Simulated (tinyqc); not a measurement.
MOS inversion layer, Poisson-Schroedinger loop: one step of the calculation.

Electrons confined at an insulator interface at z = 0, treated as a hard wall; parabolic valleys, Hartree approximation, no image or exchange terms. The depletion charge lies far deeper than the electrons and gives a uniform field q Nd/(eps0 eps_r); the gate balances all charge. Energies are counted from the band edge at the interface.

Problem. Density, output potential and mixing. n_i = sum_k N_k |psi_k|^2 (converted to cm^-3). Hartree part by Gauss: on the interval before node i the electrons still beyond are S_i = Ns - hz sum_(j<i) n_j, and U_i = U_(i-1) + q S_i hz/(eps0 eps_r) in eV, U_0 = 0 at the interface. Mixing: U(new) = U + a (U(out) - U).

Parameters, values chosen for the exercise; masses and permittivity close to those of germanium (111): relative permittivity eps_r = 15.9; sheet density of electrons Ns = 1.7e12 cm^-2; mixing factor a = 0.5.

Constants: q = 1.602176634e-19 C, eps0 = 8.8541878128e-14 F/cm where lengths are in cm. Results are converted to the units shown.

z, node 1 to 15 (nm): [1.1, 2.2, 3.3, 4.4, 5.5, 6.6, 7.7, 8.8, 9.9, 11, 12.1, 13.2, 14.3, 15.4, 16.5]
N_k (cm^-2): A1 9.0580598e11, A2 2.9772407e11, B1 4.8984650e11, B2 6.6234518e9
self-consistent potential U at the start, node 1 to 15 (eV): [0, 0, 0, 0, 0, 0, 0, 0, 0, 0, 0, 0, 0, 0, 0]
|psi|^2 of A1, node 1 to 15 (1/nm): [0.66103425, 0.22563342, 0.02143948, 0.00095837, 0.00002496, 0.00000043, 0.00000001, 0.00000000, 0.00000000, 0.00000000, 0.00000000, 0.00000000, 0.00000000, 0.00000000, 0.00000000]
|psi|^2 of A2, node 1 to 15 (1/nm): [0.21382580, 0.38002563, 0.27625792, 0.03686111, 0.00205604, 0.00006316, 0.00000123, 0.00000002, 0.00000000, 0.00000000, 0.00000000, 0.00000000, 0.00000000, 0.00000000, 0.00000000]
|psi|^2 of B1, node 1 to 15 (1/nm): [0.07194830, 0.19226655, 0.23632288, 0.19316615, 0.11923882, 0.05920577, 0.02455291, 0.00872008, 0.00270041, 0.00073914, 0.00018070, 0.00003976, 0.00000789, 0.00000137, 0.00000017]
|psi|^2 of B2, node 1 to 15 (1/nm): [0.06748075, 0.11438796, 0.04391132, 0.00086884, 0.06528217, 0.15268510, 0.17693746, 0.13924504, 0.08352376, 0.04048880, 0.01642014, 0.00568675, 0.00169045, 0.00041590, 0.00006646]

Find: n; U(out); U after round 1.

Solution.

n, node 1 to 15 (in units of 1e18 cm^-3): [6.981, 4.125, 2.177, 1.065, 0.595, 0.300, 0.132, 0.052, 0.019, 0.006, 0.002, 0.001, 0.000, 0.000, 0.000]
U(out), node 1 to 15 (eV): [0.02128, 0.03295, 0.03894, 0.04193, 0.04345, 0.04416, 0.04445, 0.04456, 0.04460, 0.04461, 0.04461, 0.04461, 0.04462, 0.04462, 0.04462]
U after round 1, node 1 to 15 (eV): [0.01064, 0.01647, 0.01947, 0.02096, 0.02173, 0.02208, 0.02222, 0.02228, 0.02230, 0.02230, 0.02231, 0.02231, 0.02231, 0.02231, 0.02231]

Numbers from tinyqc (`OMP_NUM_THREADS=1 python tinyqc.py 2160049 2160050 out.jsonl`; about 0.9 s on one thread of a shared Intel Xeon 2.30GHz).
